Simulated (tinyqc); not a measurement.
Polytypes and stacking faults of a tetrahedral semiconductor in an axial Ising model with couplings up to third neighbours: one step, computed by the program tinyqc.

Each double layer has s = +1 or -1 for the sense of its stacking step; E per pair of atoms = E0 - sum_n J_n <s_i s_(i+n)>, n = 1, 2, 3. Hexagonality h = (1 - <s_i s_(i+1)>)/2.

Task: Back from three energies to J1, J2, J3. With d2, d4, d6 the energies of 2H, 4H, 6H over 3C: d2 = 2 J1 + 2 J3, d4 = J1 + 2 J2 + J3, d6 = (2/3) J1 + (4/3) J2 + 2 J3, so J2 = (d4 - d2/2)/2, J3 = (3/4)(d6 - (2/3) d4), J1 = d2/2 - J3.

E(2H) - E(3C) = 6.12 meV/pair

E(6H) - E(3C) = -0.3600000 meV/pair

E(4H) - E(3C) = 0.12 meV/pair

Give: J1 recovered; J2 recovered; J3 recovered.

Result:

J1 recovered = 3.39 meV/pair

J2 recovered = -1.47 meV/pair

J3 recovered = -0.3300 meV/pair
